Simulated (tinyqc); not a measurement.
Inside a calculation (part 2 of 2). Method: ROHF in the sto-6g basis, for BeH, spin multiplicity 2. Computed by tinyqc, a small Python program that keeps every step (integrals from PySCF). Command: `OMP_NUM_THREADS=1 python tinyqc.py 30007 30008 out.jsonl` (the two numbers bound the seeds that draw the settings). One thread of a shared host (Intel(R) Xeon(R) Processor @ 2.60GHz), about 0.1 s of CPU time with the checks.

Geometry (angstrom):
```
atom         x         y         z
Be    0.000000  0.000000  0.000000
H     0.000000  0.000000  1.687000
```

## Iteration 3: building the Fock matrix

D(alpha) after iteration 2, order 1Be 1s, 1Be 2s, 1Be 2px, 1Be 2py, 1Be 2pz, 2H 1s:
```
[[1.063519, -0.247645, 0.000000, 0.000000, 0.061903, -0.022949],
 [-0.247645, 0.975778, 0.000000, 0.000000, -0.275515, 0.022545],
 [0.000000, 0.000000, 0.000000, 0.000000, 0.000000, 0.000000],
 [0.000000, 0.000000, 0.000000, 0.000000, 0.000000, 0.000000],
 [0.061903, -0.275515, 0.000000, 0.000000, 0.370117, 0.343411],
 [-0.022949, 0.022545, 0.000000, 0.000000, 0.343411, 0.419099]]
```

D(beta) after iteration 2, order 1Be 1s, 1Be 2s, 1Be 2px, 1Be 2py, 1Be 2pz, 2H 1s:
```
[[1.024927, -0.096484, 0.000000, 0.000000, -0.047372, -0.099123],
 [-0.096484, 0.383693, 0.000000, 0.000000, 0.152507, 0.320913],
 [0.000000, 0.000000, 0.000000, 0.000000, 0.000000, 0.000000],
 [0.000000, 0.000000, 0.000000, 0.000000, 0.000000, 0.000000],
 [-0.047372, 0.152507, 0.000000, 0.000000, 0.060698, 0.127719],
 [-0.099123, 0.320913, 0.000000, 0.000000, 0.127719, 0.268744]]
```

core Hamiltonian H = T + V (hartree), order 1Be 1s, 1Be 2s, 1Be 2px, 1Be 2py, 1Be 2pz, 2H 1s:
```
[[-8.259718, -1.938030, 0.000000, 0.000000, -0.011960, -0.255874],
 [-1.938030, -2.386183, 0.000000, 0.000000, -0.110039, -0.767621],
 [0.000000, 0.000000, -1.918370, 0.000000, 0.000000, 0.000000],
 [0.000000, 0.000000, 0.000000, -1.918370, 0.000000, 0.000000],
 [-0.011960, -0.110039, 0.000000, 0.000000, -1.998080, -0.883614],
 [-0.255874, -0.767621, 0.000000, 0.000000, -0.883614, -1.723470]]
```

Two-electron integrals (ij|kl) in chemists' order, unique and non-zero (hartree):
```
(11|11) 2.299996   (21|11) 0.361879   (21|21) 0.071926   (22|11) 0.570332
(22|21) 0.139654   (22|22) 0.417773   (31|31) 0.015252   (32|31) 0.022555
(32|32) 0.092340   (33|11) 0.570332   (33|21) 0.139654   (33|22) 0.417773
(33|33) 0.450117   (41|41) 0.015252   (42|41) 0.022555   (42|42) 0.092340
(43|43) 0.024258   (44|11) 0.570332   (44|21) 0.139654   (44|22) 0.417773
(44|33) 0.401601   (44|44) 0.450117   (51|51) 0.015252   (52|51) 0.022555
(52|52) 0.092340   (53|53) 0.024258   (54|54) 0.024258   (55|11) 0.570332
(55|21) 0.139654   (55|22) 0.417773   (55|33) 0.401601   (55|44) 0.401601
(55|55) 0.450117   (61|11) 0.047990   (61|21) 0.009286   (61|22) 0.018041
(61|33) 0.017892   (61|44) 0.017892   (61|51) 0.000925   (61|52) 0.001821
(61|55) 0.018339   (61|61) 0.001269   (62|11) 0.141342   (62|21) 0.035314
(62|22) 0.118288   (62|33) 0.113551   (62|44) 0.113551   (62|51) 0.004849
(62|52) 0.030780   (62|55) 0.127762   (62|61) 0.005083   (62|62) 0.054269
(63|31) 0.003041   (63|32) 0.014673   (63|53) 0.005037   (63|63) 0.004356
(64|41) 0.003041   (64|42) 0.014673   (64|54) 0.005037   (64|64) 0.004356
(65|11) 0.161278   (65|21) 0.040730   (65|22) 0.142115   (65|33) 0.133844
(65|44) 0.133844   (65|51) 0.007744   (65|52) 0.047734   (65|55) 0.158659
(65|61) 0.006101   (65|62) 0.073609   (65|65) 0.102145   (66|11) 0.312989
(66|21) 0.079613   (66|22) 0.298827   (66|33) 0.278234   (66|44) 0.278234
(66|51) 0.011629   (66|52) 0.098214   (66|55) 0.340013   (66|61) 0.011719
(66|62) 0.181803   (66|65) 0.259935   (66|66) 0.774999
```

nuclear repulsion = 1.25471775 hartree

J_ij = sum D_kl (ij|kl) with D = D(alpha) + D(beta), K_ij = sum D_kl (ik|jl) for each spin; F = H + J - K(s); E = tr D H + tr D J / 2 - 0.5 sum_s tr D(s) K(s) + E_nn.

Coulomb J (hartree), order 1Be 1s, 1Be 2s, 1Be 2px, 1Be 2py, 1Be 2pz, 2H 1s:
```
[[6.028034, 1.071412, 0.000000, 0.000000, 0.013295, 0.142831],
 [1.071412, 2.259228, 0.000000, 0.000000, 0.111170, 0.709748],
 [0.000000, 0.000000, 2.227085, 0.000000, 0.000000, 0.000000],
 [0.000000, 0.000000, 0.000000, 2.227085, 0.000000, 0.000000],
 [0.013295, 0.111170, 0.000000, 0.000000, 2.323516, 0.882940],
 [0.142831, 0.709748, 0.000000, 0.000000, 0.882940, 2.027798]]
```

exchange K(alpha) (hartree), order 1Be 1s, 1Be 2s, 1Be 2px, 1Be 2py, 1Be 2pz, 2H 1s:
```
[[2.342065, 0.372600, 0.000000, 0.000000, 0.000310, 0.054241],
 [0.372600, 0.496754, 0.000000, 0.000000, -0.036534, 0.225967],
 [0.000000, 0.000000, 0.109937, 0.000000, 0.000000, 0.000000],
 [0.000000, 0.000000, 0.000000, 0.109937, 0.000000, 0.000000],
 [0.000310, -0.036534, 0.000000, 0.000000, 0.415325, 0.305598],
 [0.054241, 0.225967, 0.000000, 0.000000, 0.305598, 0.560777]]
```

exchange K(beta) (hartree), order 1Be 1s, 1Be 2s, 1Be 2px, 1Be 2py, 1Be 2pz, 2H 1s:
```
[[2.313043, 0.368295, 0.000000, 0.000000, -0.000454, 0.049384],
 [0.368295, 0.304038, 0.000000, 0.000000, 0.163274, 0.252726],
 [0.000000, 0.000000, 0.059454, 0.000000, 0.000000, 0.000000],
 [0.000000, 0.000000, 0.000000, 0.059454, 0.000000, 0.000000],
 [-0.000454, 0.163274, 0.000000, 0.000000, 0.171111, 0.226984],
 [0.049384, 0.252726, 0.000000, 0.000000, 0.226984, 0.438252]]
```

F(alpha) (hartree), order 1Be 1s, 1Be 2s, 1Be 2px, 1Be 2py, 1Be 2pz, 2H 1s:
```
[[-4.573749, -1.239217, 0.000000, 0.000000, 0.001025, -0.167285],
 [-1.239217, -0.623709, 0.000000, 0.000000, 0.037665, -0.283840],
 [0.000000, 0.000000, 0.198778, 0.000000, 0.000000, 0.000000],
 [0.000000, 0.000000, 0.000000, 0.198778, 0.000000, 0.000000],
 [0.001025, 0.037665, 0.000000, 0.000000, -0.089889, -0.306272],
 [-0.167285, -0.283840, 0.000000, 0.000000, -0.306272, -0.256449]]
```

F(beta) (hartree), order 1Be 1s, 1Be 2s, 1Be 2px, 1Be 2py, 1Be 2pz, 2H 1s:
```
[[-4.544726, -1.234913, 0.000000, 0.000000, 0.001789, -0.162427],
 [-1.234913, -0.430994, 0.000000, 0.000000, -0.162143, -0.310599],
 [0.000000, 0.000000, 0.249262, 0.000000, 0.000000, 0.000000],
 [0.000000, 0.000000, 0.000000, 0.249262, 0.000000, 0.000000],
 [0.001789, -0.162143, 0.000000, 0.000000, 0.154325, -0.227658],
 [-0.162427, -0.310599, 0.000000, 0.000000, -0.227658, -0.133925]]
```

total energy of this density = -15.04508698 hartree

## Iteration 3: Roothaan effective Fock matrix

overlap S, order 1Be 1s, 1Be 2s, 1Be 2px, 1Be 2py, 1Be 2pz, 2H 1s:
```
[[1.000000, 0.254764, 0.000000, 0.000000, 0.000000, 0.033190],
 [0.254764, 1.000000, 0.000000, 0.000000, 0.000000, 0.330219],
 [0.000000, 0.000000, 1.000000, 0.000000, 0.000000, 0.000000],
 [0.000000, 0.000000, 0.000000, 1.000000, 0.000000, 0.000000],
 [0.000000, 0.000000, 0.000000, 0.000000, 1.000000, 0.413939],
 [0.033190, 0.330219, 0.000000, 0.000000, 0.413939, 1.000000]]
```

With projectors Pc = D(beta) S, Po = (D(alpha) - D(beta)) S, Pv = 1 - D(alpha) S, the block xy is Px^T F Py; with Fc = (F(alpha) + F(beta))/2, the blocks are Fc for cc, oo, vv and cv, F(beta) for co and F(alpha) for ov.

effective F (hartree), order 1Be 1s, 1Be 2s, 1Be 2px, 1Be 2py, 1Be 2pz, 2H 1s:
```
[[-4.559247, -1.237067, 0.000000, 0.000000, 0.000899, -0.165001],
 [-1.237067, -0.509341, 0.000000, 0.000000, -0.061357, -0.302014],
 [0.000000, 0.000000, 0.224020, 0.000000, 0.000000, 0.000000],
 [0.000000, 0.000000, 0.000000, 0.224020, 0.000000, 0.000000],
 [0.000899, -0.061357, 0.000000, 0.000000, 0.003625, -0.275380],
 [-0.165001, -0.302014, 0.000000, 0.000000, -0.275380, -0.196248]]
```

## Iteration 3: DIIS over 3 matrices

error matrix X^T (FDS - SDF) X:
```
[[0.000000, 0.045206, 0.000000, 0.000000, -0.004700, -0.038903],
 [-0.045206, 0.000000, 0.000000, 0.000000, 0.000495, -0.009264],
 [0.000000, 0.000000, 0.000000, 0.000000, 0.000000, 0.000000],
 [0.000000, 0.000000, 0.000000, 0.000000, 0.000000, 0.000000],
 [0.004700, -0.000495, 0.000000, 0.000000, 0.000000, 0.017513],
 [0.038903, 0.009264, 0.000000, 0.000000, -0.017513, 0.000000]]
```

B (overlaps of the stored error matrices):
```
[[7.3303358e-01, 1.9937919e-02, 4.9124933e-02],
 [1.9937919e-02, 4.3360131e-02, 7.9708701e-03],
 [4.9124933e-02, 7.9708701e-03, 7.9438101e-03]]
```

Minimise |sum c_i e_i|^2 with sum c_i = 1: solve [B -1; -1 0][c; lambda] = [0; -1] with B_ij = tr e_i^T e_j, and take F = sum c_i F_i.

DIIS coefficients: [-0.066608, -0.055793, 1.122401]

extrapolated F (hartree), order 1Be 1s, 1Be 2s, 1Be 2px, 1Be 2py, 1Be 2pz, 2H 1s:
```
[[-4.575095, -1.240440, 0.000000, 0.000000, -0.000369, -0.165368],
 [-1.240440, -0.515671, 0.000000, 0.000000, -0.054849, -0.306258],
 [0.000000, 0.000000, 0.228076, -0.000040, 0.000000, 0.000000],
 [0.000000, 0.000000, -0.000040, 0.217125, 0.000000, 0.000000],
 [-0.000369, -0.054849, 0.000000, 0.000000, -0.007752, -0.280972],
 [-0.165368, -0.306258, 0.000000, 0.000000, -0.280972, -0.202094]]
```

## Iteration 3: diagonalisation and new density

X, order 1Be 1s, 1Be 2s, 1Be 2px, 1Be 2py, 1Be 2pz, 2H 1s:
```
[[0.282726, 0.771309, 0.000000, 0.000000, 0.594642, 0.212368],
 [-0.737485, -0.572589, 0.000000, 0.000000, 0.446998, 0.403775],
 [0.000000, 0.000000, -0.506326, 0.862342, 0.000000, 0.000000],
 [0.000000, 0.000000, 0.862342, 0.506326, 0.000000, 0.000000],
 [-0.759335, 0.514935, 0.000000, 0.000000, -0.497847, 0.386564],
 [1.003051, -0.248578, 0.000000, 0.000000, -0.215840, 0.529652]]
```

Diagonalise F' = X^T F X, C = X C', fill 3 alpha and 2 beta electrons from the bottom; D(s) = C_occ C_occ^T. Each column has its largest component positive (the first on a tie).

F' = X^T F X (hartree):
```
[[0.389349, -0.453193, 0.000000, 0.000000, -0.352785, -0.201432],
 [-0.453193, -1.729536, 0.000000, 0.000000, -1.964189, -0.824855],
 [0.000000, 0.000000, 0.219967, -0.004801, 0.000000, 0.000000],
 [0.000000, 0.000000, -0.004801, 0.225233, 0.000000, 0.000000],
 [-0.352785, -1.964189, 0.000000, 0.000000, -2.325755, -1.053103],
 [-0.201432, -0.824855, 0.000000, 0.000000, -1.053103, -0.861427]]
```

orbital energies (hartree): [-4.576487, -0.381625, -0.055894, 0.217125, 0.228076, 0.486637]

coefficients C, order 1Be 1s, 1Be 2s, 1Be 2px, 1Be 2py, 1Be 2pz, 2H 1s:
```
[[0.995075, -0.166654, -0.203214, 0.000000, 0.000000, 0.119604],
 [0.019061, 0.533987, 0.786115, 0.000000, 0.000000, -0.575415],
 [0.000000, 0.000000, 0.000000, 0.003667, 0.999993, 0.000000],
 [0.000000, 0.000000, 0.000000, 0.999993, -0.003667, 0.000000],
 [0.001243, 0.268413, -0.591335, 0.000000, 0.000000, -0.904050],
 [-0.002644, 0.578240, -0.277351, 0.000000, 0.000000, 0.991831]]
```

D(alpha) after iteration 3, order 1Be 1s, 1Be 2s, 1Be 2px, 1Be 2py, 1Be 2pz, 2H 1s:
```
[[1.059244, -0.229774, 0.000000, 0.000000, 0.076672, -0.042635],
 [-0.229774, 0.903481, 0.000000, 0.000000, -0.321504, 0.090693],
 [0.000000, 0.000000, 0.000000, 0.000000, 0.000000, 0.000000],
 [0.000000, 0.000000, 0.000000, 0.000000, 0.000000, 0.000000],
 [0.076672, -0.321504, 0.000000, 0.000000, 0.421724, 0.319211],
 [-0.042635, 0.090693, 0.000000, 0.000000, 0.319211, 0.411292]]
```

D(beta) after iteration 3, order 1Be 1s, 1Be 2s, 1Be 2px, 1Be 2py, 1Be 2pz, 2H 1s:
```
[[1.017948, -0.070024, 0.000000, 0.000000, -0.043495, -0.098997],
 [-0.070024, 0.285505, 0.000000, 0.000000, 0.143353, 0.308722],
 [0.000000, 0.000000, 0.000000, 0.000000, 0.000000, 0.000000],
 [0.000000, 0.000000, 0.000000, 0.000000, 0.000000, 0.000000],
 [-0.043495, 0.143353, 0.000000, 0.000000, 0.072047, 0.155204],
 [-0.098997, 0.308722, 0.000000, 0.000000, 0.155204, 0.334369]]
```

## Iteration 8 (converged): orbitals

converged F (hartree), order 1Be 1s, 1Be 2s, 1Be 2px, 1Be 2py, 1Be 2pz, 2H 1s:
```
[[-4.580061, -1.243200, 0.000000, 0.000000, -0.001173, -0.166155],
 [-1.243200, -0.485805, 0.000000, 0.000000, -0.053798, -0.299120],
 [0.000000, 0.000000, 0.218865, 0.000000, 0.000000, 0.000000],
 [0.000000, 0.000000, 0.000000, 0.218865, 0.000000, 0.000000],
 [-0.001173, -0.053798, 0.000000, 0.000000, -0.022539, -0.280199],
 [-0.166155, -0.299120, 0.000000, 0.000000, -0.280199, -0.193374]]
```

As before.

F' = X^T F X (hartree):
```
[[0.395933, -0.438427, 0.000000, 0.000000, -0.365921, -0.202307],
 [-0.438427, -1.722767, 0.000000, 0.000000, -1.968913, -0.840555],
 [0.000000, 0.000000, 0.218865, 0.000000, 0.000000, 0.000000],
 [0.000000, 0.000000, 0.000000, 0.218865, 0.000000, 0.000000],
 [-0.365921, -1.968913, 0.000000, 0.000000, -2.327270, -1.046958],
 [-0.202307, -0.840555, 0.000000, 0.000000, -1.046958, -0.853629]]
```

orbital energies (hartree): [-4.581497, -0.366505, -0.045226, 0.218865, 0.218865, 0.485495]

coefficients C, order 1Be 1s, 1Be 2s, 1Be 2px, 1Be 2py, 1Be 2pz, 2H 1s:
```
[[0.995019, -0.156772, -0.206948, 0.000000, 0.000000, 0.126815],
 [0.019270, 0.495087, 0.791218, 0.000000, 0.000000, -0.602558],
 [0.000000, 0.000000, 0.000000, 0.930857, -0.365383, 0.000000],
 [0.000000, 0.000000, 0.000000, 0.365383, 0.930857, 0.000000],
 [0.001426, 0.297534, -0.608019, 0.000000, 0.000000, -0.883637],
 [-0.002659, 0.590647, -0.214615, 0.000000, 0.000000, 1.000045]]
```

D(alpha) after iteration 8, order 1Be 1s, 1Be 2s, 1Be 2px, 1Be 2py, 1Be 2pz, 2H 1s:
```
[[1.057467, -0.222183, 0.000000, 0.000000, 0.080603, -0.050829],
 [-0.222183, 0.871508, 0.000000, 0.000000, -0.333743, 0.122563],
 [0.000000, 0.000000, 0.000000, 0.000000, 0.000000, 0.000000],
 [0.000000, 0.000000, 0.000000, 0.000000, 0.000000, 0.000000],
 [0.080603, -0.333743, 0.000000, 0.000000, 0.458216, 0.306224],
 [-0.050829, 0.122563, 0.000000, 0.000000, 0.306224, 0.394931]]
```

D(beta) after iteration 8, order 1Be 1s, 1Be 2s, 1Be 2px, 1Be 2py, 1Be 2pz, 2H 1s:
```
[[1.014640, -0.058442, 0.000000, 0.000000, -0.045226, -0.095243],
 [-0.058442, 0.245482, 0.000000, 0.000000, 0.147333, 0.292370],
 [0.000000, 0.000000, 0.000000, 0.000000, 0.000000, 0.000000],
 [0.000000, 0.000000, 0.000000, 0.000000, 0.000000, 0.000000],
 [-0.045226, 0.147333, 0.000000, 0.000000, 0.088528, 0.175734],
 [-0.095243, 0.292370, 0.000000, 0.000000, 0.175734, 0.348871]]
```

Within a degenerate level the vectors are fixed only up to a rotation; this is one choice.

## Convergence

Stop when the energy changes by less than 1e-09 hartree and every element of the error matrix X^T (F D S - S D F) X is below 9e-06.

Course of the cycle:
```
iteration   E (hartree)     change  largest element of the error matrix
1          -14.60191676          -                             4.68e-01
2          -14.99896651  -3.97e-01                             1.04e-01
3          -15.04508698  -4.61e-02                             4.52e-02
4          -15.05265976  -7.57e-03                             9.85e-03
5          -15.05363023  -9.70e-04                             2.07e-03
6          -15.05363925  -9.01e-06                             1.63e-04
7          -15.05363951  -2.63e-07                             3.09e-06
8          -15.05363951  -4.89e-11                             8.07e-07
```

PySCF ROHF in the same basis = -15.05363951 hartree

Converged in 8 iterations.

## Populations, bond orders and dipole

Mulliken: Z minus the diagonal of D S on the atom; Loewdin: the same with S^(1/2) D S^(1/2); Mayer order: 2 sum_s sum (D(s) S)_ij (D(s) S)_ji over the two atoms.

Charges (e):
```
atom   Mulliken    Loewdin  Mulliken spin
1Be    0.075473   0.066781       0.954525
2H    -0.075473  -0.066781       0.045475
```

Mayer bond orders:
```
pair     order
2-1   0.992236
```

dipole moment about the origin, x y z (debye): [0.000000, 0.000000, -0.857844]
